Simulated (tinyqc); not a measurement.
Inputs raised by 5 %, one at a time: carrier lifetime from Shockley-Read-Hall, radiative, Auger and surface recombination. Computed by tinyqc, a small Python program. Command: `OMP_NUM_THREADS=1 python tinyqc.py 3003812 3003813 out.jsonl lifetime sens`. One thread of a shared host (Intel(R) Xeon(R) Processor @ 2.30GHz), about 0.03 s of CPU time with the checks.

Energies are counted from the top of the valence band. Boltzmann statistics, full ionisation, and equal excess densities of electrons and holes.

Inputs (values chosen for the exercise, with bands modelled on ZnSe):
```
quantity                          value        unit
gap E_g                            2.72          eV
electron mass m_e                 0.155         m_0
valleys M_c                           1           -
hole mass m_h                     0.775         m_0
temperature T                       400           K
doping N                        1.9e+14       cm^-3
trap level E_t                     1.24          eV
trap density N_t                2.4e+14       cm^-3
electron cross-section sigma_n  7.8e-15        cm^2
hole cross-section sigma_p      6.7e-14        cm^2
radiative coefficient B         4.9e-11      cm^3/s
Auger coefficient C_n           1.5e-30      cm^6/s
Auger coefficient C_p           1.2e-31      cm^6/s
excess density dn               3.9e+17       cm^-3
generation rate G               1.8e+18  cm^-3 s^-1
diffusion coefficient D              43      cm^2/s
surface velocity S                  540        cm/s
thickness W                          90  micrometre
```

Doping: n-type. Surface term: two equal surfaces.

Constants: m_0 = 9.1093837015e-31 kg; k_B = 1.380649e-23 J/K; h = 6.62607015e-34 J s; k_B = 8.617333262e-05 eV/K.

Method:
- N_c = 2 M_c (2 pi m_e k_B T/h^2)^(3/2) and N_v = 2 (2 pi m_h k_B T/h^2)^(3/2), masses in units of m_0.
- n_i = sqrt(N_c N_v) exp(-E_g/2 k_B T); majority density N/2 + sqrt(N^2/4 + n_i^2), minority density n_i^2 over it.
- v = sqrt(3 k_B T/m) with m_e or m_h; tau_n0 = 1/(sigma_n v_n N_t), tau_p0 = 1/(sigma_p v_p N_t); n1 = N_c exp(-(E_g - E_t)/k_B T), p1 = N_v exp(-E_t/k_B T).
- The slowest diffusion mode has x tan x = S W/(2 D) with 0 < x < pi/2 (bisection), and tau_s = W^2/(4 x^2 D). The common approximation is W/(2 S) + W^2/(pi^2 D).
- With n = n_0 + dn, p = p_0 + dn and U/dn = 1/tau: (n p - n_i^2)/dn = n_0 + p_0 + dn = s; 1/tau_SRH = s/[tau_p0 (n + n1) + tau_n0 (p + p1)]; 1/tau_rad = B s; 1/tau_Aug = (C_n n + C_p p) s; the rates add, with 1/tau_s.
- Radiative efficiency = tau_eff/tau_rad; effective diffusion length = sqrt(D tau_eff).
- dn solves dn/tau_eff(dn) = G (60 bisections in ln dn between 1e-2 and 1e22 cm^-3); the splitting of the quasi-Fermi levels is k_B T ln(n p/n_i^2).

Runs; columns: (1) input moved; (2) from; (3) to; (4) effective lifetime at dn (s); (5) tau_SRH at dn (s); (6) steady excess density (cm^-3); (7) effective diffusion length at dn (micrometre):
```
(1)                                        (2)        (3)         (4)         (5)         (6)     (7)
base run                                     -          -  1.4208e-08  1.9646e-08  7.3045e+09  7.8163
doping N (cm^-3)                       1.9e+14  1.995e+14  1.4208e-08  1.9646e-08  7.3044e+09  7.8162
trap density N_t (cm^-3)               2.4e+14   2.52e+14  1.3712e-08  1.8711e-08  6.9568e+09  7.6787
electron cross-section sigma_n (cm^2)  7.8e-15   8.19e-15  1.3816e-08  1.8904e-08  7.3044e+09  7.7076
trap level E_t (eV)                       1.24      1.302  1.4208e-08  1.9646e-08  7.3045e+09  7.8163
radiative coefficient B (cm^3/s)       4.9e-11  5.145e-11  1.4018e-08  1.9646e-08  7.3045e+09  7.7637
Auger coefficient C_p (cm^6/s)         1.2e-31   1.26e-31  1.4208e-08  1.9646e-08  7.3045e+09  7.8162
surface velocity S (cm/s)                  540        567  1.4207e-08  1.9646e-08  7.3043e+09  7.8159
```

Exponents ln(y'/y) / ln(x'/x):
```
input                           effective lifetime at dn  tau_SRH at dn  steady excess density  effective diffusion length at dn
doping N                                           0.000          0.000                      0                             0.000
trap density N_t                                  -0.728         -1.000                     -1                            -0.364
electron cross-section sigma_n                    -0.574         -0.789                      0                            -0.287
trap level E_t                                     0.000          0.000                      0                             0.000
radiative coefficient B                           -0.277          0.000                      0                            -0.138
Auger coefficient C_p                              0.000          0.000                      0                             0.000
surface velocity S                                -0.002          0.000                      0                            -0.001
```

Which inputs matter most for each result?

Among the inputs moved here: effective lifetime at dn answers most in size to trap density N_t (exponent -0.728), next to electron cross-section sigma_n (-0.574); its exponent is below 0.0005 for doping N, trap level E_t, Auger coefficient C_p. tau_SRH at dn answers most in size to trap density N_t (exponent -1.000), next to electron cross-section sigma_n (-0.789); its exponent is below 0.0005 for doping N, trap level E_t, radiative coefficient B, Auger coefficient C_p, surface velocity S. Its exponent -1.000 in trap density N_t: both capture times go as 1/N_t. Steady excess density answers most in size to trap density N_t (exponent -1.000); its exponent is below 0.0005 for doping N, electron cross-section sigma_n, trap level E_t, radiative coefficient B, Auger coefficient C_p, surface velocity S. effective diffusion length at dn answers most in size to trap density N_t (exponent -0.364), next to electron cross-section sigma_n (-0.287); its exponent is below 0.0005 for doping N, trap level E_t, Auger coefficient C_p.

Caution (all rows): the trap density is not small against the doping, so trapped charge breaks the equality of the excess densities. Caution (all rows): the excess density is near an effective density of states, where Boltzmann statistics fail. Caution (all rows): beyond low injection D should be the ambipolar coefficient.

Extremes, crossings and ranges named in words are read from the listed rows.
